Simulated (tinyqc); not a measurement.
# Landau coefficients from the transition

Inverse problem. u = a0 (T - T0) P^2 + be P^4 + ga P^6 (P in uC/cm^2, E in kV/cm, u in mJ/cm^3). Above the transition chi = Cw/(T - T0) with Cw = 1/(2 eps0 a0); at TC = T0 + be^2/(4 a0 ga) the polarisation jumps by sqrt(-be/(2 ga)). Find a0, be and ga.

Parameters, values chosen for the exercise:
```
symbol,value,unit,meaning
T0,450,K,Curie-Weiss temperature
```

Constants: eps0 = 8.8541878128e-14 F/cm where lengths are in cm. Results are converted to the units shown.

TC = 467.825521 K
jump of P at TC = 34.0036763 uC/cm^2
Curie constant = 4.70587111e5 K

Answer. The Curie constant gives a0. At TC both u = 0 and du/dP = 0, which give ga = al/P^4 and be = -2 al/P^2 with al = a0 (TC - T0).

a0 = 0.01200 kV cm/(uC K)
be = -3.700e-4 kV cm^5/uC^3
ga = 1.600e-7 kV cm^9/uC^5

Computed by the program tinyqc: `OMP_NUM_THREADS=1 python tinyqc.py 2860011 2860012 out.jsonl`, one thread of a shared Intel Xeon 2.30GHz, about 0.01 s for the whole run.
